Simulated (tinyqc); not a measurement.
Band edges of strained Si(1-x)Ge(x) on relaxed Si(1-y)Ge(y): one step. Strain of the layer on a (001) buffer. Five cases, with inputs chosen for the exercise.

Task: Use the elastic constants of the layer.

Coherent growth on a (001) face: e_par = (a(y) - a(x))/a(x), e_perp = -2 (C12/C11) e_par; exx = eyy = e_par, ezz = e_perp, no shear.

Case 1.

Values chosen (out of a larger set: end members near Si and Ge, in this order; not measured data): face = 001 (growth face).

Interpolated values (a in angstrom, C11, C12, C44 in GPa, all else in eV):
```
symbol       layer      buffer
a         5.428000    5.489020
Dso       0.044000    0.109610
av        2.470000    2.135200
b        -2.100000   -2.221500
d        -4.740000   -4.888500
C11     167.800000  157.378000
C12      64.800000   60.210000
C44      78.400000   75.403000
Ev        0.000000    0.194400
ED        1.172000    1.070523
EL        2.000000    1.660070
aD        1.860000    1.698000
aL       -3.240000   -3.177900
XuD       9.320000    9.263300
XuL      16.610000   16.340000
```

Case 2.

Values chosen (out of a larger set: end members near Si and Ge, in this order; not measured data): face = 001 (growth face).

Interpolated values (a in angstrom, C11, C12, C44 in GPa, all else in eV):
```
symbol       layer      buffer
a         5.461220    5.430000
Dso       0.078860    0.044000
av        2.272000    2.440000
b        -2.144400   -2.080000
d        -4.822600   -4.740000
C11     158.680000  163.300000
C12      62.074000   64.300000
C44      78.068000   80.000000
Ev        0.084000    0.000000
ED        1.118527    1.176000
EL        1.840080    2.019000
aD        1.589600    1.640000
aL       -3.219400   -3.260000
XuD       9.408800    9.420000
XuL      16.020200   16.170000
```

Case 3.

Values chosen (out of a larger set: end members near Si and Ge, in this order; not measured data): face = 001 (growth face).

Interpolated values (a in angstrom, C11, C12, C44 in GPa, all else in eV):
```
symbol       layer      buffer
a         5.659000    5.594330
Dso       0.289000    0.217950
av        1.220000    1.576700
b        -2.580000   -2.440800
d        -5.300000   -5.140500
C11     126.600000  137.823000
C12      48.300000   53.027000
C44      65.900000   69.612000
Ev        0.630000    0.447300
ED        0.917000    0.942129
EL        0.733000    1.110870
aD        1.430000    1.540200
aL       -2.590000   -2.761100
XuD       9.060000    9.086100
XuL      15.490000   15.756800
```

Case 4.

Values chosen (out of a larger set: end members near Si and Ge, in this order; not measured data): face = 001 (growth face).

Interpolated values (a in angstrom, C11, C12, C44 in GPa, all else in eV):
```
symbol       layer      buffer
a         5.471400    5.425000
Dso       0.094000    0.045000
av        2.202000    2.440000
b        -2.206000   -2.130000
d        -4.878000   -4.760000
C11     159.740000  167.100000
C12      61.080000   64.200000
C44      76.140000   78.700000
Ev        0.128000    0.000000
ED        1.063680    1.133000
EL        1.757000    2.009000
aD        1.666000    1.730000
aL       -3.066000   -3.120000
XuD       9.368000    9.370000
XuL      16.242000   16.380000
```

Case 5.

Values chosen (out of a larger set: end members near Si and Ge, in this order; not measured data): face = 001 (growth face).

Interpolated values (a in angstrom, C11, C12, C44 in GPa, all else in eV):
```
symbol       layer      buffer
a         5.607667    5.521123
Dso       0.235880    0.147320
av        1.512800    1.959200
b        -2.443200   -2.284800
d        -5.215600   -5.028400
C11     135.660000  149.340000
C12      51.798000   57.522000
C44      69.528000   73.992000
Ev        0.491400    0.264600
ED        0.945450    1.017018
EL        1.007600    1.468400
aD        1.428000    1.572000
aL       -2.971000   -2.989000
XuD       9.422200    9.245800
XuL      15.443400   15.792600
```

Give: e_par; e_perp; strain tensor in the cubic axes.

Result:

Case 1.

e_par = 0.011242
e_perp = -0.008683

strain tensor in the cubic axes, rows x, y, z and columns alike:
$$\begin{pmatrix}
0.011242 & 0.000000 & 0.000000 \\
0.000000 & 0.011242 & 0.000000 \\
0.000000 & 0.000000 & -0.008683
\end{pmatrix}$$

The layer is under tension in the plane; its volume changes by +1.380 %.

Case 2.

e_par = -0.005717
e_perp = 0.004473

strain tensor in the cubic axes, rows x, y, z and columns alike:
$$\begin{pmatrix}
-0.005717 & 0.000000 & 0.000000 \\
0.000000 & -0.005717 & 0.000000 \\
0.000000 & 0.000000 & 0.004473
\end{pmatrix}$$

The layer is under compression in the plane; its volume changes by -0.696 %.

Case 3.

e_par = -0.011428
e_perp = 0.008720

strain tensor in the cubic axes, rows x, y, z and columns alike:
$$\begin{pmatrix}
-0.011428 & 0.000000 & 0.000000 \\
0.000000 & -0.011428 & 0.000000 \\
0.000000 & 0.000000 & 0.008720
\end{pmatrix}$$

The layer is under compression in the plane; its volume changes by -1.414 %.

Case 4.

e_par = -0.008480
e_perp = 0.006485

strain tensor in the cubic axes, rows x, y, z and columns alike:
$$\begin{pmatrix}
-0.008480 & 0.000000 & 0.000000 \\
0.000000 & -0.008480 & 0.000000 \\
0.000000 & 0.000000 & 0.006485
\end{pmatrix}$$

The layer is under compression in the plane; its volume changes by -1.048 %.

Case 5.

e_par = -0.015433
e_perp = 0.011785

strain tensor in the cubic axes, rows x, y, z and columns alike:
$$\begin{pmatrix}
-0.015433 & 0.000000 & 0.000000 \\
0.000000 & -0.015433 & 0.000000 \\
0.000000 & 0.000000 & 0.011785
\end{pmatrix}$$

The layer is under compression in the plane; its volume changes by -1.908 %.

Computed by tinyqc, one run a case: `OMP_NUM_THREADS=1 python tinyqc.py N N+1 out.jsonl` with N = 1050003, 1050192, 1050246, 1051072, 1080191; one thread of a shared Intel(R) Xeon(R) Processor @ 2.30GHz, about 0.02 s a run at most.
